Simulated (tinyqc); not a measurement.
# Permittivity and interlayer from two capacitances

Question. A two-layer stack has Cox = eps0/(t1/e1 + t2/e2) and EOT = 3.9 eps0/Cox. Find e2, the EOT of layer 1 and, with e1 given, t1.

Inputs (values chosen for the exercise):
```
symbol,value,unit,meaning
e1,7.5,,relative permittivity of layer 1
```

Constants: eps0 = 8.8541878128e-14 F/cm where lengths are in cm. Results are converted to the units shown.

Cox at t2 = 1.9 and 8.7 nm (uF/cm^2): [2.1732144, 0.77007558]

Solution. EOT is linear in t2 with slope 3.9/e2, and its intercept is the EOT of layer 1.

e2 = 9.160
EOT of layer 1 = 0.7800 nm
t1 = 1.500 nm

tinyqc, about 0.01 s, one thread, Intel Xeon 2.30GHz (shared host): `OMP_NUM_THREADS=1 python tinyqc.py 2010144 2010145 out.jsonl`
